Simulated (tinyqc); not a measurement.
## Four-point probe on a layer of finite thickness

Four collinear probes with spacing s on a wide layer of thickness w over an insulator: V/I = (rho/(2 pi s)) S, S = 1 + 4 sum_(k>=1) {[1 + (2 k w/s)^2]^(-1/2) - [4 + (2 k w/s)^2]^(-1/2)}. Thin-film reading rho = (pi/ln 2) w V/I times the factor F1 = 2 ln 2/((w/s) S); bulk reading rho = 2 pi s V/I times 1/S; closed estimate F1 = ln 2/ln[sinh(w/s)/sinh(w/(2 s))]. x = w/s.

Result of one run:
```
S	F1	1/S	estimate of F1
1.504	0.9215	0.6647	0.8523
```

Which ratio w/s x gave this result: 0.4, 1, 1.5 or 5?

x = 1.

The whole series:
```
x	S	F1	1/S	estimate of F1
0.3	4.621	1.000	0.2164	0.9841
0.4	3.467	0.9995	0.2884	0.9721
0.6	2.330	0.9918	0.4293	0.9399
0.8	1.793	0.9662	0.5576	0.8989
1	1.504	0.9215	0.6647	0.8523
1.5	1.197	0.7719	0.8352	0.7285
2	1.094	0.6337	0.9142	0.6151
3	1.031	0.4484	0.9703	0.4476
5	1.007	0.2753	0.9931	0.2765
```

F1 falls from 1.000 to 0.275 while 1/S rises from 0.216 to 0.993. Among the rows the thin-film formula is good to 1 % up to w/s = 0.6 and the bulk formula from w/s = 5 on. The closed estimate is within 7.6 % of the series.

Program tinyqc, `OMP_NUM_THREADS=1 python tinyqc.py 2850123 2850124 out.jsonl`; Intel Xeon 2.30GHz, shared host, one thread, about 0.04 s.
